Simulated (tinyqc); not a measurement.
Ion implantation: universal nuclear stopping, Lindhard-Scharff electronic stopping and a Gaussian range profile: one step, computed by the program tinyqc. Command: `OMP_NUM_THREADS=1 python tinyqc.py 3018807 3018808 out.jsonl implant walk`. One thread of a shared host (Intel(R) Xeon(R) Processor @ 2.30GHz), about 0.05 s of CPU time with the checks.

An ion slows by elastic collisions with screened nuclei and by friction with electrons; channelling is ignored and the target is uniform.

Question. Damage. Kinchin-Pease count with efficiency 0.8: N_d = 0.8 nu/(2 E_d), taking all of nu as damage energy (an upper estimate, as recoils also lose energy to electrons). Spread over a depth R_p + dR_p, displacements per atom = Q N_d/(N (R_p + dR_p)).

Inputs (values chosen for the exercise, modelled on carbon ions in copper): target density N = 84.9 1/nm^3; dose Q = 4.3e+12 1/cm^2; displacement energy E_d = 30 eV.

energy lost to nuclei nu = 12.18946 keV

projected range R_p = 26.14448 nm

straggle dR_p = 6.370928 nm

Give: displacements per ion N_d; displacements per atom.

Answer.

displacements per ion N_d = 162.5

displacements per atom = 0.002532

One displacement per atom would need a dose of 1.7e15 per cm^2 if no defects annealed. Caution: the estimates of R_p and dR_p assume mainly nuclear stopping and an ion not much lighter than the target; here they are rough, and for light ions in heavy targets the straggle can be low by a factor of two or more.
